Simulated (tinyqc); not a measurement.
Solid solubility of a dopant against its melt (retrograde solidus), clustering and the electrically active fraction: one step, computed by the program tinyqc. Command: `OMP_NUM_THREADS=1 python tinyqc.py 3028740 3028741 out.jsonl retro walk`. One thread of a shared host (Intel(R) Xeon(R) Processor @ 2.30GHz), about 0.01 s of CPU time with the checks.

Task: Liquidus and solidus at T. x_l and x_s are atom fractions of the dopant in melt and solid; the solid is dilute. Liquidus of the host: R T ln(1 - x_l) + L x_l^2 = -H_f (1 - T/T_m). Distribution: k = x_s/x_l = exp[L (1 - x_l)^2/(R T)] exp(S/k_B - H/(k_B T)), the first factor being the activity coefficient in the melt. Solubility = x_s N0; at T_m x_l = 0.

Inputs (values chosen for the exercise, for a model dopant):
```
quantity                                   value    unit
melting point of the host T_m               1687       K
heat of melting of the host H_f             50.2  kJ/mol
interaction L of the melt                     10  kJ/mol
enthalpy of transfer from melt to solid H  0.973      eV
entropy of transfer S                      -0.23     k_B
site density N0                            5e+22  1/cm^3
temperature T                               1590       K
```

Constants: R = 8.314462618 J/(mol K); k_B = 8.617333262e-05 eV/K.

Give: x_l; distribution coefficient k; x_s; solubility; k at the melting point.

Result:

x_l = 0.2268

distribution coefficient k = 0.001029

x_s = 2.334e-04

solubility = 1.167e+19 1/cm^3

k at the melting point = 0.002009

k has changed by a factor 0.51 from its value at T_m, while x_l has grown from 0 to 0.227.
